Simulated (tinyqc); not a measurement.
Worked calculation: MP2 on RHF in the sto-3g basis, for Li+, spin multiplicity 1. Computed by tinyqc, a small Python program that keeps every step (integrals from PySCF). Settings: charge = 1, multiplicity = 1, basis = sto-3g, method = RHF, energy threshold = 1e-10, iteration cap = 83, orthogonalisation = symmetric, start = core, DIIS depth = 6. Command: `OMP_NUM_THREADS=1 python tinyqc.py 25053 25054 out.jsonl` (the two numbers bound the seeds that draw the settings). One thread of a shared host (Intel(R) Xeon(R) Processor @ 2.60GHz), about 0.07 s of CPU time with the checks. The early iterations of the SCF are left out here.

## One-electron integrals

Geometry (angstrom):
```
atom        x        y        z
Li    0.00000  0.00000  0.00000
```

Basis sto-3g: exponents (1/bohr^2) and contraction coefficients of normalised primitives:
```
element  l (shell)  exponent  coefficient
Li           s (1)  16.11958      0.15433
Li           s (1)   2.93620      0.53533
Li           s (1)   0.79465      0.44463
Li           s (2)   0.63629     -0.09997
Li           s (2)   0.14786      0.39951
Li           s (2)   0.04809      0.70012
Li           p (3)   0.63629      0.15592
Li           p (3)   0.14786      0.60768
Li           p (3)   0.04809      0.39196
```

Overlap, kinetic and nuclear-attraction integrals over the contracted functions; the nuclear repulsion is the sum of Za Zb / Rab.

nuclear repulsion = 0 hartree

overlap S:
```
          1Li 1s   1Li 2s  1Li 2px  1Li 2py  1Li 2pz
1Li 1s   1.00000  0.24114  0.00000  0.00000  0.00000
1Li 2s   0.24114  1.00000  0.00000  0.00000  0.00000
1Li 2px  0.00000  0.00000  1.00000  0.00000  0.00000
1Li 2py  0.00000  0.00000  0.00000  1.00000  0.00000
1Li 2pz  0.00000  0.00000  0.00000  0.00000  1.00000
```

kinetic energy T (hartree):
```
           1Li 1s    1Li 2s  1Li 2px  1Li 2py  1Li 2pz
1Li 1s    3.57679  -0.02024  0.00000  0.00000  0.00000
1Li 2s   -0.02024   0.10216  0.00000  0.00000  0.00000
1Li 2px   0.00000   0.00000  0.31968  0.00000  0.00000
1Li 2py   0.00000   0.00000  0.00000  0.31968  0.00000
1Li 2pz   0.00000   0.00000  0.00000  0.00000  0.31968
```

nuclear attraction V (hartree):
```
           1Li 1s    1Li 2s   1Li 2px   1Li 2py   1Li 2pz
1Li 1s   -7.98288  -0.96434   0.00000   0.00000   0.00000
1Li 2s   -0.96434  -1.20692   0.00000   0.00000   0.00000
1Li 2px   0.00000   0.00000  -1.19726   0.00000   0.00000
1Li 2py   0.00000   0.00000   0.00000  -1.19726   0.00000
1Li 2pz   0.00000   0.00000   0.00000   0.00000  -1.19726
```

core Hamiltonian H = T + V (hartree):
```
           1Li 1s    1Li 2s   1Li 2px   1Li 2py   1Li 2pz
1Li 1s   -4.40609  -0.98458   0.00000   0.00000   0.00000
1Li 2s   -0.98458  -1.10476   0.00000   0.00000   0.00000
1Li 2px   0.00000   0.00000  -0.87758   0.00000   0.00000
1Li 2py   0.00000   0.00000   0.00000  -0.87758   0.00000
1Li 2pz   0.00000   0.00000   0.00000   0.00000  -0.87758
```

## Two-electron integrals

Functions are numbered as in S; the eight-fold symmetry (ij|kl) = (ji|kl) = (kl|ij) leaves the list below.

Two-electron integrals (ij|kl) in chemists' order, unique and non-zero (hartree):
```
(11|11) 1.68040   (21|11) 0.26542   (21|21) 0.04994   (22|11) 0.39773
(22|21) 0.09286   (22|22) 0.29056   (31|31) 0.00898   (32|31) 0.01379
(32|32) 0.06418   (33|11) 0.39664   (33|21) 0.09288   (33|22) 0.29050
(33|33) 0.31295   (41|41) 0.00898   (42|41) 0.01379   (42|42) 0.06418
(43|43) 0.01687   (44|11) 0.39664   (44|21) 0.09288   (44|22) 0.29050
(44|33) 0.27921   (44|44) 0.31295   (51|51) 0.00898   (52|51) 0.01379
(52|52) 0.06418   (53|53) 0.01687   (54|54) 0.01687   (55|11) 0.39664
(55|21) 0.09288   (55|22) 0.29050   (55|33) 0.27921   (55|44) 0.27921
(55|55) 0.31295
```

## Orthogonalisation

S = U s U^T; symmetric (Loewdin) form X = U s^(-1/2) U^T, so that X^T S X = 1.

eigenvalues of S: 0.75886  1.00000  1.00000  1.00000  1.24114

X:
```
           1Li 1s    1Li 2s  1Li 2px  1Li 2py  1Li 2pz
1Li 1s    1.02278  -0.12516  0.00000  0.00000  0.00000
1Li 2s   -0.12516   1.02278  0.00000  0.00000  0.00000
1Li 2px   0.00000   0.00000  1.00000  0.00000  0.00000
1Li 2py   0.00000   0.00000  0.00000  1.00000  0.00000
1Li 2pz   0.00000   0.00000  0.00000  0.00000  1.00000
```

## Iteration 9 (converged): orbitals

converged F (hartree):
```
           1Li 1s    1Li 2s   1Li 2px   1Li 2py   1Li 2pz
1Li 1s   -2.73468  -0.73029   0.00000   0.00000   0.00000
1Li 2s   -0.73029  -0.36472   0.00000   0.00000   0.00000
1Li 2px   0.00000   0.00000  -0.09452   0.00000   0.00000
1Li 2py   0.00000   0.00000   0.00000  -0.09452   0.00000
1Li 2pz   0.00000   0.00000   0.00000   0.00000  -0.09452
```

Diagonalise F' = X^T F X, C = X C', fill 1 alpha and 1 beta electrons from the bottom; D = 2 C_occ C_occ^T. Each column has its largest component positive (the first on a tie).

F' = X^T F X (hartree):
```
          1         2         3         4         5
1  -2.67941  -0.37862   0.00000   0.00000   0.00000
2  -0.37862  -0.23739   0.00000   0.00000   0.00000
3   0.00000   0.00000  -0.09452   0.00000   0.00000
4   0.00000   0.00000   0.00000  -0.09452   0.00000
5   0.00000   0.00000   0.00000   0.00000  -0.09452
```

orbital energies (hartree): MO1 -2.73677, MO2 -0.18004, MO3 -0.09452, MO4 -0.09452, MO5 -0.09452

coefficients C:
```
             MO1       MO2      MO3      MO4      MO5
1Li 1s   0.99249  -0.27694  0.00000  0.00000  0.00000
1Li 2s   0.02944   1.02999  0.00000  0.00000  0.00000
1Li 2px  0.00000   0.00000  1.00000  0.00000  0.00000
1Li 2py  0.00000   0.00000  0.00000  1.00000  0.00000
1Li 2pz  0.00000   0.00000  0.00000  0.00000  1.00000
```

D after iteration 9:
```
          1Li 1s   1Li 2s  1Li 2px  1Li 2py  1Li 2pz
1Li 1s   1.97008  0.05844  0.00000  0.00000  0.00000
1Li 2s   0.05844  0.00173  0.00000  0.00000  0.00000
1Li 2px  0.00000  0.00000  0.00000  0.00000  0.00000
1Li 2py  0.00000  0.00000  0.00000  0.00000  0.00000
1Li 2pz  0.00000  0.00000  0.00000  0.00000  0.00000
```

Within a degenerate level the vectors are fixed only up to a rotation; this is one choice.

## Convergence

Stop when the energy changes by less than 1e-10 hartree and every element of the error matrix X^T (F D S - S D F) X is below 3e-06.

Course of the cycle:
```
iteration  E (hartree)     change  largest element of the error matrix
1           -7.1235248          -                             2.30e-01
2           -7.1352594  -1.17e-02                             2.91e-02
3           -7.1354476  -1.88e-04                             1.38e-04
4           -7.1354476  -3.47e-09                             5.87e-05
5           -7.1354476  -4.58e-10                             3.73e-05
6           -7.1354476  -1.44e-10                             2.73e-05
7           -7.1354476  -6.27e-11                             2.15e-05
8           -7.1354476  -1.03e-10                             3.43e-08
9           -7.1354476   8.88e-16                             5.74e-11
```

PySCF RHF in the same basis = -7.1354476 hartree

Converged in 9 iterations.

## Integrals over molecular orbitals

(pq|rs) = sum C_ip C_jq C_kr C_ls (ij|kl), one index at a time.

one-electron integrals over orbitals h = C^T H C (hartree):
```
          1         2         3         4         5
1  -4.39868   0.17909   0.00000   0.00000   0.00000
2   0.17909  -0.94824   0.00000   0.00000   0.00000
3   0.00000   0.00000  -0.87758   0.00000   0.00000
4   0.00000   0.00000   0.00000  -0.87758   0.00000
5   0.00000   0.00000   0.00000   0.00000  -0.87758
```

Two-electron integrals over orbitals (pq|rs), unique and non-zero (hartree):
```
(11|11) 1.66192    (21|11) -0.17909   (21|21) 0.02969    (22|11) 0.39895
(22|21) -0.00946   (22|22) 0.28224    (31|31) 0.00971    (32|31) 0.01346
(32|32) 0.06091    (33|11) 0.39639    (33|21) -0.00602   (33|22) 0.28561
(33|33) 0.31295    (41|41) 0.00971    (42|41) 0.01346    (42|42) 0.06091
(43|43) 0.01687    (44|11) 0.39639    (44|21) -0.00602   (44|22) 0.28561
(44|33) 0.27921    (44|44) 0.31295    (51|51) 0.00971    (52|51) 0.01346
(52|52) 0.06091    (53|53) 0.01687    (54|54) 0.01687    (55|11) 0.39639
(55|21) -0.00602   (55|22) 0.28561    (55|33) 0.27921    (55|44) 0.27921
(55|55) 0.31295
```

## Second-order Moller-Plesset energy

Hartree-Fock energy = -7.1354476 hartree

E2 = sum_ijab (ia|jb) [2 (ia|jb) - (ib|ja)] / (e_i + e_j - e_a - e_b) over occupied i, j and virtual a, b; the opposite-spin part is (ia|jb)^2 / denominator, the rest is same-spin, and SCS-MP2 scales them by 6/5 and 1/3.

Terms:
```
i  j  a  b  (ia|jb)  (ib|ja)  denominator       term
1  1  2  2  0.02969  0.02969     -5.11346   -0.00017
1  1  3  3  0.00971  0.00971     -5.28450  -1.78e-05
1  1  4  4  0.00971  0.00971     -5.28450  -1.78e-05
1  1  5  5  0.00971  0.00971     -5.28450  -1.78e-05
```

Pair energies (hartree; pair i-j sums ij and ji):
```
pair  opposite spin  same spin
1-1        -0.00023    0.00000
```

MP2 correlation energy = -0.0002259 hartree

SCS-MP2 correlation energy = -0.0002711 hartree

MP2 total energy = -7.1356736 hartree
